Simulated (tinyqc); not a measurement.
What moves the results: temperature and isotope dependence of a band gap in oscillator models. A value that a table varies takes the place of the one given here.

E(T) = E0 - sum_i sl_i th_i n_i(T), n = 1/(exp(th/T) - 1). The same coupling lowers the gap at 0 K by the zero-point term ZP = sum_i sl_i th_i/2, so the gap of the static lattice is E0 + ZP. Thermal expansion is taken as part of the slopes.

Two-parameter forms are made to pass through the falls at the two temperatures T12: Varshni aV T^2/(T + bV), from the line T^2/fall = (T + bV)/aV; one oscillator s1 t1/(exp(t1/T) - 1), with t1 from the ratio of the falls.

Constants: kB = 8.617333262e-05 eV/K; hbar^2/2m0 = 3.80998211 eV angstrom^2.

Parameters, chosen for this exercise (near those of GaP; the results hold for these values, not for the real material):

| symbol | value | unit | meaning |
|---|---|---|---|
| E0 | 2.332 | eV | gap at 0 K |
| th | (160, 425) | K | temperatures of two oscillators |
| sl | (0.1837, 0.2873) | meV/K | their high-temperature slopes |
| T12 | (230, 540) | K | temperatures of the fits |
| mm | 0.86 | m0 | geometric mean of the density-of-states masses |
| T | 50 | K | temperature |

## How far the fits carry

Falls of the gap from E0, and errors of the two fits against the model.

Results:

| T (K) | fall (meV) | Varshni - model (meV) | one oscillator - model (meV) | fall/ZP |
|---|---|---|---|---|
| 20 | 0.01 | 0.61 | -0.01 | 0.000 |
| 50 | 1.27 | 2.29 | -0.91 | 0.017 |
| 100 | 9.20 | 3.48 | -1.76 | 0.121 |
| 200 | 40.54 | 0.98 | -0.31 | 0.535 |
| 300 | 80.81 | -1.72 | 0.40 | 1.067 |
| 400 | 124.24 | -2.36 | 0.46 | 1.640 |
| 600 | 214.65 | 1.93 | -0.30 | 2.834 |
| 800 | 306.92 | 11.23 | -1.55 | 4.052 |

Below the first fit point the largest errors are +3.48 meV (Varshni, 100 K, on a fall of 9.20 meV) and -1.76 meV (one oscillator, 100 K); a T^2 law cannot freeze out; a single oscillator misses the soft modes. At 800 K, beyond the second fit point, they are +11.2 and -1.5 meV, so the oscillator extrapolates better here. The thermal fall equals ZP between 200 and 300 K.

## What the shift does to the intrinsic density

ni = 2 (mm kT/(4 pi c))^(3/2) exp(-E/2kT), c = hbar^2/2m0, with E(T) and with E0; 1 angstrom^-3 = 1e24 cm^-3. Apparent gap from an Arrhenius plot of ni/T^(3/2): E(T) - T dE/dT, dE/dT = -sum sl_i (th_i/T)^2 n_i (1 + n_i).

Results:

| T (K) | E(T) (eV) | ni (cm^-3) | ni with E(T) / ni with E0 | apparent gap (eV) |
|---|---|---|---|---|
| 200 | 2.2915 | 1.47e-10 | 3.242 | 2.3663 |
| 250 | 2.2719 | 0.000192 | 4.032 | 2.3731 |
| 300 | 2.2512 | 2.47 | 4.773 | 2.3781 |
| 350 | 2.2297 | 2.23e+03 | 5.450 | 2.3820 |
| 400 | 2.2078 | 3.81e+05 | 6.063 | 2.3850 |
| 500 | 2.1629 | 5.41e+08 | 7.114 | 2.3893 |
| 700 | 2.0713 | 2.49e+12 | 8.676 | 2.3944 |

Using E0 in place of E(T) understates ni by a factor that rises from 3.24 to 8.68, towards exp(sum sl/2kB) = 15.4. The slope of an Arrhenius plot returns neither E(T) nor E0 but the intercept of the tangent, 2.3781 eV at 300 K, which lies 46 meV above E0 and tends to the static gap 2.4077 eV.

## What each parameter does

Gap at T, slope -sum sl_i (th_i/T)^2 n_i (1 + n_i) and ZP. Each row changes one parameter from the base and keeps the others.

Results:

| case | E(T) (eV) | dE/dT (meV/K) | ZP (meV) |
|---|---|---|---|
| base | 2.3307 | -0.0876 | 75.75 |
| T = 90 K | 2.3249 | -0.2001 | 75.75 |
| E0 = 2.342 eV | 2.3407 | -0.0876 | 75.75 |
| th = (160, 510) K | 2.3307 | -0.0844 | 87.96 |
| sl = (0.2388, 0.2873) meV/K | 2.3304 | -0.1126 | 80.16 |

The largest shifts from the base row, up to three for each result and ties (the steps differ in size, so this ranks the rows, not the parameters). E(T) (eV): E0 +0.0100, T -0.0058, sl -0.0004; unchanged at the printed digits by th. dE/dT (meV/K): T -0.1126, sl -0.0250, th +0.0031; unchanged at the printed digits by E0. ZP (meV): th +12.21, sl +4.41; unchanged at the printed digits by T and E0.

Computed by tinyqc, a small Python program: `OMP_NUM_THREADS=1 python tinyqc.py 1850723 1850724 out.jsonl` (the numbers bound the seed that draws the inputs); one thread of a shared host (Intel(R) Xeon(R) Processor @ 2.30GHz), about 0.01 s for the whole set of steps.
